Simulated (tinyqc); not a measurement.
# Landau-Devonshire theory of a uniaxial ferroelectric, step by step

A worked calculation. Computed by tinyqc, a small Python program that keeps every step. Command: `OMP_NUM_THREADS=1 python tinyqc.py 3008987 3008988 out.jsonl ferro walk`. One thread of a shared host (Intel(R) Xeon(R) Processor @ 2.30GHz), about 0.01 s of CPU time with the checks. Intermediate numbers are printed to about 6 digits and carried at full precision; extremes and crossings named in words are read from the listed rows.

G(P) = (alpha/2) P^2 + (beta*/4) P^4 + (gamma/6) P^6 - E P per volume, SI units, one domain, P along the polar axis, which is normal to the film.

Inputs (values chosen for the exercise, modelled on barium titanate): alpha_0 = 683000 J m/(C^2 K); Curie-Weiss temperature T0 = 381 K; beta = -7.85e+08 J m^5/C^4; gamma = 1.73e+10 J m^9/C^6; temperature T = 369 K; misfit strain u_m = -0.018; electrostriction Q12 = -0.043 m^4/C^2; compliance s11 + s12 = 5.6e-12 m^2/N; applied field E = 14 MV/m; film thickness d = 26 nm; screening length lambda = 0.0037 nm; background permittivity eps_b = 10; gradient coefficient g = 2.6e-11 J m^3/C^2; series capacitance C_d = 7.4 microfarad/cm^2; start of Newton steps P0/Ps = 1.3.

Sample: epitaxial film.

Constants: eps_0 = 8.8541878128e-12 F/m.

## Coefficients at T

alpha = alpha_0 (T - T0*), with clamping: T0* = T0 + 4 Q12 u_m/(alpha_0 (s11 + s12)), beta* = beta + 4 Q12^2/(s11 + s12).

T0* = 1190.45 K

alpha = -5.61053e+08 J m/C^2

beta* = 5.35714e+08 J m^5/C^4

Compression raises T0 by 809 K. beta* > 0: the transition is of second order, although the free crystal has a first-order one. Caution: a shift of T0 this large is beyond the range where constant coefficients hold.

## Spontaneous polarisation, susceptibility, coercive field

Ps^2 = [-beta* + sqrt(beta*^2 - 4 alpha gamma)]/(2 gamma). chi = 1/(eps_0 G''), G'' = alpha + 3 beta* P^2 + 5 gamma P^4 at Ps. Ps, chi and the coercive field are for perfect screening, without a depolarising field. The intrinsic coercive field is |alpha P + beta* P^3 + gamma P^5| at the P_c where G'' = 0. 1 C/m^2 = 100 microcoulomb/cm^2.

spontaneous polarisation Ps = 40.6530 microcoulomb/cm^2

susceptibility chi = 54.6363

well depth G(Ps) = -29.6885 MJ/m^3

P_c = 26.7920 microcoulomb/cm^2

intrinsic coercive field = 116.133 MV/m

P_c/Ps = 0.659, above the 0.577 of a quartic well, as the sixth-order term matters. Real switching runs by domain nucleation at far lower fields. Caution: far below T0* the expansion with linear alpha(T) is only a fit.

## Polarisation in the field by Newton steps

Solve G'(P) = alpha P + beta* P^3 + gamma P^5 - E = 0 by P(new) = P - G'/G'' from P0; stop when the step is below 1e-11 C/m^2 (G' under 1e-6 MV/m is shown as 0).

Newton steps:
```
step  P (microcoulomb/cm^2)    G' (MV/m)  G'' (MJ m/C^2)
1                   52.8489  4.81791e+02         6635.61
2                   45.5882  1.21634e+02         3509.13
3                   42.1220  1.91097e+01         2447.13
4                   41.3411  8.14983e-01         2240.28
5                   41.3048  1.70414e-03         2230.91
6                   41.3047            0         2230.89
```

P at the end of the steps = 41.3047 microcoulomb/cm^2

1/(eps_0 G'') there = 50.6259

The linear estimate Ps + eps_0 chi E gives 41.330; the field lowers chi by 7.3 %.

## The 180-degree wall

With the term (g/2) (dP/dx)^2, (g/2) P'^2 = G(P) - G(Ps) across the wall: energy = int_(-Ps)^(Ps) sqrt(2 g [G(P) - G(Ps)]) dP (40 Gauss-Legendre points); width = 2 Ps over the slope at P = 0, sqrt(2 |G(Ps)|/g). Elastic coupling inside the wall is left out.

wall energy = 22.1918 mJ/m^2

wall width = 0.538023 nm

Caution: a wall under 0.8 nm, some two lattice spacings, wide is outside the continuum picture.

## A capacitor with imperfect screening

Between shorted electrodes with screening length lambda each, the depolarising field is -k P, k = 2 lambda/(eps_0 (d + 2 lambda eps_b)), so alpha turns into alpha + k. The polar state is the lowest uniform state while alpha + k < 0 (beta* > 0) or < 3 beta*^2/(16 gamma) (beta* < 0); setting the equality gives the critical thickness d_c.

depolarising coefficient k = 3.20535e+07 J m/C^2

polarisation of the film = 40.0083 microcoulomb/cm^2

size of the depolarising field = 12.8241 MV/m

critical thickness d_c = 1.41563 nm

The film keeps 98 % of Ps. Caution: a critical thickness of a few unit cells is outside the continuum theory.

## Thickness series

Domains are left out, though they can pre-empt both the loss of P and the state at P = 0. The second and third columns are for the shorted capacitor, polar only where it is the lowest uniform state: alpha + k < 0 (beta* > 0) or < 3 beta*^2/(16 gamma) (beta* < 0). The last column is another circuit, the film in series with C_d at P = 0: 1/C = (alpha d)/(1 + alpha eps_0 eps_b) + 1/C_d, and P = 0 is locally stable while 1/C > 0; a dash marks the rest.

Against thickness:
```
d (nm)  P (microcoulomb/cm^2)  depolarising field (MV/m)  C of the stack / C_d
1                      0.0000                      0.000               1.04568
2                     28.5226                    114.938               1.09574
3                     33.8715                     92.090               1.15083
5                     36.9684                     60.892               1.27949
8                     38.4550                     39.806               1.53729
15                    39.5187                     21.911               2.90127
30                    40.0958                     11.143                     -
60                    40.3768                      5.617                     -
150                   40.5431                      2.258                     -
```

The polar state appears between 1 and 2 nm (d_c = 1.42 nm), and at 150 nm P is 99.7 % of Ps. The stack exceeds C_d wherever it is stable, up to 2.90 times: the ferroelectric held at P = 0 acts as a negative capacitance.

Checks made by the program: Ps against a numerical root of G'(P)/P (relative difference below 1e-10).
